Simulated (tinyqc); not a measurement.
Thermodynamics of metal silicides: hull, first phase, silicon consumed, nucleation and stability against SiO2: one step, computed by the program tinyqc.

Entropies of formation of the solids are neglected, so heats stand for free energies. Si fractions: M5Si3 0.3750, MSi 0.5000, MSi2 0.6667.

Question. Nucleation of MSi2 from MSi and Si. Where free silicon remains, MSi + Si -> MSi2 gains dH = 3 H(MSi2) - 2 H(MSi) per mole of M; per volume dG = |dH|/V(MSi2); r* = 2 gamma/dG, W* = 16 pi gamma^3/(3 dG^2). For comparison the same with MSi forming from the elements, 2 |H(MSi)|/V(MSi).

Inputs (values chosen for the exercise, of the order of those of titanium silicides for heats and volumes only):
```
quantity                          value          unit
heat of formation of MSi          -66.1  kJ/mol atoms
heat of formation of MSi2         -46.3  kJ/mol atoms
change of interface energy gamma   0.25         J/m^2
temperature T                       950             K
```

Phases: M5Si3, MSi, MSi2.

volumes of the three phases per mole of M (cm^3/mol): 14.8  18.3  26.2

Constants: e = 1.602176634e-19 C; k_B = 8.617333262e-05 eV/K.

Give: dH of the reaction; driving force; critical radius; barrier W*; W*/(k_B T); barrier for MSi from the elements.

Answer.

dH of the reaction = -6.7 kJ/mol M

driving force = 0.25573 kJ/cm^3

critical radius = 1.9552 nm

barrier W* = 24.987 eV

W*/(k_B T) = 305.22

barrier for MSi from the elements = 0.031311 eV

The barrier is 800 times that of MSi from the elements, since little energy is left to gain: homogeneous nucleation is out of reach, and only sites that cut the interface energy (grain boundaries, triple junctions) can start it.
